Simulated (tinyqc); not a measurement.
Rapid thermal processing of a wafer: radiative balance, ramp and cooling, pattern effects, pyrometer error and spike budget: one step, computed by the program tinyqc.

The wafer is opaque and uniform through its thickness unless said otherwise; temperatures in formulas are in kelvin (C + 273.15). sigma = 5.670374419e-12 W/(cm^2 K^4).

Question. Pattern effect. At steady state a sinusoidal change of absorbed power of relative amplitude a and period p gives the temperature amplitude a q/(dq/dT + k d (2 pi/p)^2); healing length l = sqrt(k d/(dq/dT)); process change = E_a dT/(k_B T^2). Emissivity is taken as unchanged.

Inputs (values chosen for the exercise, modelled on a hot silicon wafer):
```
quantity                                        value        unit
wafer thickness d                                 775  micrometre
thermal conductivity k                           0.25    W/(cm K)
wall temperature T_w                              500           K
process temperature                               650           C
relative change of absorptivity over a pattern     12           %
period of the pattern                             6.8          mm
activation energy of the process E_a                2          eV
```

dq/dT = 8.076928 mW/(cm^2 K)

holding power q = 1.824605 W/cm^2

Constants: k_B = 8.617333262e-05 eV/K.

Give: healing length l; amplitude without lateral conduction; amplitude; change of the process rate.

Answer.

healing length l = 15.49 mm

amplitude without lateral conduction = 27.11 K

amplitude = 0.1317 K

change of the process rate = 0.3587 %

Lateral conduction cuts the amplitude to 0.49 %, since p/(2 pi l) = 0.070.
